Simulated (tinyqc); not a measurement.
Comparisons within one model: Shockley-Read-Hall recombination through one deep level. A value that a table varies takes the place of the one given here.

One level at Et with degeneracy 1: tn = 1/(sn vth Nt), tp = 1/(sp_ vth Nt), n1 = Nc exp((Et - Eg)/kT), p1 = Nv exp(-Et/kT), ni^2 = n1 p1. Equilibrium n0 = Nm, p0 = ni^2/Nm; n = n0 + dn, p = p0 + dn. U = (n p - ni^2)/(tp (n + n1) + tn (p + p1)), lifetime dn/U; emission rates en = sn vth n1, ep = sp_ vth p1.

Constants: kB = 8.617333262e-05 eV/K.

Parameters, chosen for this exercise (gap and densities of states near those of Si at this temperature; the results hold for these values, not for the real material): E1 = 0.809 eV (level (+1/0) above Ev); E2 = 0.631 eV (level (0/-1) above Ev); gm = 2 (degeneracy of the middle state, the others 1); T = 300 K; Eg = 1.115 eV (gap); Nc = 2.76e+19 1/cm^3 (conduction-band density of states); Nv = 1.11e+19 1/cm^3 (valence-band density of states); Nd = 2.4e+15 1/cm^3 (ionised shallow donors minus acceptors); Et = 0.809 eV (recombination level above Ev); Nt = 5e+15 1/cm^3 (defects); sn = 3.1e-15 cm^2 (electron capture cross-section); sp_ = 1.3e-14 cm^2 (hole capture cross-section); vth = 14000000 cm/s (thermal velocity, both carriers); Nm = 5e+16 1/cm^3 (equilibrium electrons for the lifetime steps); dn = 1.6e+16 1/cm^3 (excess pairs).

## Charge state against the Fermi level (deep level with several charge states)

Energies from Ev. The defect has charge states +1, 0, -1 with weights 1, gm exp((EF - E1)/kT), exp((2 EF - E1 - E2)/kT); the shares are the weights over their sum. Boltzmann carriers: n = Nc exp((EF - Eg)/kT), p = Nv exp(-EF/kT). Neutrality: p - n + Nd + Nt <q> = 0.

Shares:
```
EF (eV)     +1      0     -1     <q>
0.067    1.000  0.000  0.000   1.000
0.156    1.000  0.000  0.000   1.000
0.245    1.000  0.000  0.000   1.000
0.334    1.000  0.000  0.000   1.000
0.424    1.000  0.000  0.000   1.000
0.513    1.000  0.000  0.000   1.000
0.602    0.999  0.001  0.000   0.999
0.691    0.887  0.018  0.094   0.793
0.780    0.009  0.006  0.984  -0.975
0.870    0.000  0.000  1.000  -1.000
0.959    0.000  0.000  1.000  -1.000
1.048    0.000  0.000  1.000  -1.000
```

What does this show, and why?

E2 lies below E1 (negative U = -0.178 eV), so the charge goes from +1 to -1 near (E1 + E2)/2 = 0.720 eV, two electrons at once; the middle state never exceeds a share of 0.031.

## Defects against doping (deep level with several charge states)

Nt takes the listed multiples of |Nd|; the resistivity uses mobilities of 1000 (electrons) and 300 (holes) cm^2/(V s), chosen for the exercise, and e = 1.602176634e-19 C.

Neutral state:
```
Nt/|Nd|  EF (eV)  n (1/cm^3)  p (1/cm^3)  rho (ohm cm)
0.01      0.8730    2.38e+15    2.39e+04          2.63
0.10      0.8706    2.16e+15    2.63e+04          2.89
0.30      0.8641    1.68e+15    3.39e+04          3.71
0.60      0.8496    9.61e+14    5.92e+04          6.50
0.90      0.8144    2.46e+14    2.31e+05          25.3
1.10      0.7595    2.94e+13    1.94e+06           212
1.50      0.7413    1.46e+13    3.90e+06           428
3.00      0.7292    9.12e+12    6.24e+06           684
10.00     0.7227    7.08e+12    8.04e+06           882
```

What does this show, and why?

EF goes from 0.873 to 0.723 eV and the resistivity from 2.63 to 882 ohm cm, with a largest value of 882. The largest move of EF, -0.055 eV, comes between Nt/|Nd| = 0.9 and 1.1; the levels lie at 0.809 and 0.631 eV. A defect can take up to one carrier of either sign, so the doping can be cancelled no earlier than Nt = |Nd|, there only if EF lies well beyond the level that takes the carriers and otherwise at larger Nt (mean charge -0.10 in the last row).

## Lifetime against injection

Recombination:
```
dn (1/cm^3)  lifetime (microsecond)  U (1/(cm^3 s))
1.0e+11                    0.001103        9.06e+19
1.0e+12                    0.001103        9.06e+20
1.0e+13                    0.001104        9.06e+21
1.0e+14                    0.001112        8.99e+22
1.0e+15                    0.001194        8.38e+23
1.0e+16                    0.001871        5.35e+24
1.0e+17                    0.004173        2.40e+25
1.0e+18                    0.005488        1.82e+26
```

What can be read from the table?

The lifetime rises from 0.001103 to 0.005488 microsecond; tn + tp = 0.005707. At low injection it is tp (1 + n1/n0) + tn p1/n0 with n1/Nm = 0.004 and p1/Nm = 5.7e-12: re-emission is negligible, so minority capture alone counts. Auger and radiative paths are left out; they cut in at the highest injections, and in a doped direct-gap crystal the radiative one counts at all injections. dn = dp neglects trapped charge, which matters where the traps hold a charge comparable with dn, at low injection and with very unequal cross sections.

## Where a level does most harm

Et takes the values listed; G = Nt en ep/(en + ep) in a depleted region; the lifetime is for dn = 1e11 1/cm^3.

Results:
```
Et (eV)  lifetime (microsecond)  G (1/(cm^3 s))
0.067                    0.0777        1.49e+10
0.156                   0.00355        4.64e+11
0.245                   0.00118        1.45e+13
0.334                   0.00110        4.54e+14
0.424                   0.00110        1.48e+16
0.513                   0.00110        4.53e+17
0.602                   0.00110        7.39e+17
0.691                   0.00110        2.49e+16
0.780                   0.00110        7.96e+14
0.870                   0.00115        2.45e+13
0.959                   0.00255        7.83e+11
1.048                    0.0465        2.50e+10
```

What can be read from the table?

Generation peaks where en = ep, at Eg/2 + (kT/2) ln(sp_ Nv/(sn Nc)) = 0.564 eV; the largest value listed is at 0.602 eV, and G falls by a decade for each 0.060 eV away from the peak. The lifetime is within a factor 2 of its minimum, 0.0011 microsecond, from 0.245 to 0.870 eV: recombination tolerates a wide range of Et, generation a narrow one.

## What moves lifetime and leakage

G = Nt en ep/(en + ep). Each row changes one parameter from the base and keeps the others.

Results:
```
case                 lifetime (microsecond)  G (1/(cm^3 s))
base                               0.002219        2.59e+14
Et = 0.849 eV                      0.002232        5.52e+13
sn = 6.2e-15 cm^2                  0.001661        2.59e+14
sp_ = 2.6e-14 cm^2                 0.001668        5.19e+14
Nt = 2.5e+15 1/cm^3                0.004439        1.30e+14
Nm = 1.5e+17 1/cm^3                0.001544        2.59e+14
dn = 4.8e+16 1/cm^3                0.003358        2.59e+14
```

How do the results move?

The largest shifts from the base row, up to three for each result and ties (the steps differ in size, so this ranks the rows, not the parameters). lifetime (microsecond): Nt +0.00222, dn +0.00114, Nm -0.000675. G (1/(cm^3 s)): sp_ +2.59e+14, Et -2.04e+14, Nt -1.30e+14; unchanged at the printed digits by sn, Nm and dn.

tinyqc: `OMP_NUM_THREADS=1 python tinyqc.py 1681316 1681317 out.jsonl`; about 0.01 s, one thread, shared Intel(R) Xeon(R) Processor @ 2.30GHz.
